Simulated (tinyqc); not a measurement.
How the errors depend on the field: Haynes-Shockley experiment: drift, diffusion and decay of a minority-carrier pulse. Computed by tinyqc, a small Python program. Command: `OMP_NUM_THREADS=1 python tinyqc.py 3110777 3110778 out.jsonl haynes walk`. One thread of a shared host (Intel(R) Xeon(R) Processor @ 2.30GHz), about 0.02 s of CPU time with the checks.

A thin sheet of excess carriers is made at x = 0, t = 0 in a long uniform bar; injection is low, so the pulse moves with the minority mobility.

Inputs (values chosen for the exercise, modelled on holes in n-type silicon in a lightly doped bar):
```
quantity                       value         unit
minority mobility mu             402   cm^2/(V s)
lifetime tau                      80  microsecond
temperature T                    330            K
field F                          7.8         V/cm
distance d to the collector     0.62           cm
injected sheet density N0    1.9e+10       1/cm^2
```

Constants: k_B = 8.617333262e-05 eV/K.

Method:
- D = mu k_B T/e, v = mu F.
- Transit time d/v, diffusion length sqrt(D tau), drift length v tau, Peclet number v d/D = e F d/(k_B T).
- dn(x, t) = N0/sqrt(4 pi D t) exp(-(x - v t)^2/(4 D t) - t/tau).
- At fixed x the signal peaks where d ln(dn)/dt = 0: a t^2 + t/2 - x^2/(4 D) = 0 with a = v^2/(4 D) + 1/tau.
- The full width at half maximum is found by solving dn(x, t) = peak/2 on both sides of the peak.
- With w that width: mu = d/(F t_p); D = (w d)^2/(16 ln2 t_p^3). The field is scaled by the factors listed.

D = 11.4318 cm^2/s

Errors of the simple reading:
```
factor  F (V/cm)   v d/D  v^2 tau/(4 D)  error of mu (%)  error of D (%)
0.5         3.90    85.0           4.30           12.202          1.8118
0.7         5.46   119.0           8.43            6.609          1.3550
1.0         7.80   170.1          17.20            3.455          0.9732
1.5        11.70   255.1          38.70            1.676          0.6578
2.5        19.50   425.1         107.51            0.699          0.3973
4.0        31.20   680.2         275.22            0.329          0.2488
7.0        54.60  1190.4         842.86            0.143          0.1423
```

What does the comparison show, and why?

The error of mu falls from 12.2 to 0.143 %. For large v d/D it is about D/(v d) + 2 D/(v^2 tau), here 0.143 % in the last row: one part from spreading, one from recombination.

Extremes, crossings and ranges named in words are read from the listed rows.
